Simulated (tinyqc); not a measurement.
Lateral field, substrate current, probability of reaching the oxide barrier and hot-carrier lifetime of a silicon transistor (pseudo-two-dimensional and lucky-electron models): one step, computed by the program tinyqc. Command: `OMP_NUM_THREADS=1 python tinyqc.py 3000228 3000229 out.jsonl hotcar walk`. One thread of a shared host (Intel(R) Xeon(R) Processor @ 2.30GHz), about 0.01 s of CPU time with the checks.

Local-field models: a lucky carrier gains its energy at the peak field over a path free of collisions. Voltages are magnitudes.

Task: Hot-carrier currents and lifetime. C_ox = 3.9 eps_0/t; F_sat = 2 v_s/mu; V_Dsat = V_ov F_sat L/(V_ov + F_sat L), V_ov = V_G - V_T; I_D/W = C_ox v_s (V_ov - V_Dsat). Scale length l = 0.22 t^(1/3) x_j^(1/2) (all in cm); F_m = sqrt(((V_D - V_Dsat)/l_e)^2 + F_sat^2), with l_e = l; length of the velocity-saturated region l_e ln((V_D - V_Dsat)/(l_e F_sat) + F_m/F_sat). Substrate current I_sub/I_D = (A_i/B_i)(V_D - V_Dsat) exp(-B_i/F_m); probability of reaching the oxide barrier exp(-phi_b/(e lambda F_m)); lifetime tau = (H/(I_D/W)) exp(phi_it/(e lambda F_m)).

Inputs (values chosen for the exercise, modelled on a silicon n-channel):
```
quantity                             value                      unit
channel length L                       820                        nm
oxide thickness t                       17                        nm
junction depth x_j                     180                        nm
mobility mu                            320                cm^2/(V s)
saturation velocity v_s               0.84                  1e7 cm/s
threshold voltage V_T                 0.76                         V
gate voltage V_G                       2.5                         V
drain voltage V_D                      3.8                         V
ionisation prefactor A_i           2.2e+06                      1/cm
ionisation field B_i                  1.77                     MV/cm
hot-carrier mean free path lambda      8.1                        nm
oxide barrier phi_b                    3.1                        eV
interface-trap threshold phi_it        3.6                        eV
lifetime constant H                     30  s microampere/micrometre
```

Drain: abrupt.

Constants: eps_0 = 8.8541878128e-12 F/m.

Give: I_sub/I_D; substrate current I_sub/W; probability of reaching phi_b; lifetime tau; exponent m = phi_it/(e lambda B_i).

Result:

I_sub/I_D = 0.001749

substrate current I_sub/W = 0.1495 microampere/micrometre

probability of reaching phi_b = 8.938e-08

lifetime tau = 5.383e+07 s

exponent m = phi_it/(e lambda B_i) = 2.511

Since both exponentials depend on 1/F_m, tau I_D scales about as (I_sub/I_D)^(-m) with m = 2.51, which lets I_sub serve as the monitor. The lifetime is 0.171 times ten years (3.156e8 s).
